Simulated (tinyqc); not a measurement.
# From largest zT back to lattice thermal conductivity kappa_L

Model: single-band model of a thermoelectric material. Computed by tinyqc, a small Python program. Command: `OMP_NUM_THREADS=1 python tinyqc.py 3005288 3005289 out.jsonl thermo inv`. One thread of a shared host (Intel(R) Xeon(R) Processor @ 2.30GHz), about 0.05 s of CPU time with the checks.

One spherical band, one scattering law, no minority carriers and no phonon drag. In a real material minority carriers limit |S| to about E_g/(2 e T), so larger values are formal. eta = E_F/(k_B T) is counted from the band edge; f = 1/(1 + exp(x - eta)).

Inputs (values chosen for the exercise, modelled on n-type Mg3Sb2): density-of-states mass m = 1.2 m_0; mobility parameter mu_300 = 240 cm^2/(V s); temperature exponent p = 2.5; carrier density n = 7.7e+20 1/cm^3; temperature T = 650 K.

Band: parabolic. Scattering: acoustic phonons, r = -0.5.

Constants: m_0 = 9.1093837015e-31 kg; k_B = 1.380649e-23 J/K; hbar = 1.054571817e-34 J s; k_B = 8.617333262e-05 eV/K; e = 1.602176634e-19 C.

Method:
- With x = E/(k_B T), a = alpha k_B T (0 for a parabolic band), G = x (1 + a x), D = 1 + 2 a x and <y> = int y f (1 - f) dx, f = 1/(1 + exp(x - eta)): tau = tau_0 G^r/D; transport function s = G^(3/2 + r)/D^2; n = N_0 <G^(3/2)> with N_0 = (2 m k_B T)^(3/2)/(3 pi^2 hbar^3).
- Integrals over x = E/(k_B T) use 160 Gauss-Legendre points in u = sqrt(x) from 0 to sqrt(max(eta, 0) + 32).
- Solve for eta.
- sigma = e mu_0 N_0 <s> with mu_0 = e tau_0/m = mu_300 (T/300 K)^(-p); |S| = (k_B/e)(<x s>/<s> - eta); Lorenz number L = (k_B/e)^2 (<x^2 s>/<s> - (<x s>/<s>)^2); kappa_e = L sigma T; zT = S^2 sigma T/(kappa_L + kappa_e).
- Quality factor B = (k_B/e)^2 e mu_0 N_0 T/kappa_L; zT and the power factor are maximised over eta between -8 and 30.

Question. A run gave the result below. Find the lattice thermal conductivity kappa_L, known to lie between 0.7 and 1.5 W/(m K).

largest zT = 0.6613805

Answer.

Each step takes the trial c = (a f_b - b f_a)/(f_b - f_a), f being the result less the target and a, b, c the logarithms of the listed values; c replaces end b, the old b replaces a if the sign of f changed, and otherwise f_a is halved.

Scan of the range:
```
lattice thermal conductivity kappa_L (W/(m K))  largest zT
0.700                                             0.834823
0.795                                             0.757799
0.902                                             0.687248
1.020                                             0.623887
1.160                                             0.562922
1.320                                             0.506836
1.500                                             0.456124
```

False position (Illinois rule, in the logarithm of the input) inside the bracket:
```
step     end a    end b     trial  largest zT
1     0.902000  1.02000  0.948430    0.660762
2     0.902000  0.94843  0.946258    0.661952
3     0.948430  0.94626  0.947300    0.661380
4     0.946258  0.94730  0.947300    0.661380
```

Largest zT falls at every point of a 13-point scan of the range (every second point is shown), so one value fits; it is bracketed by 0.902 and 1.02. Answer: lattice thermal conductivity kappa_L = 0.9473 W/(m K).
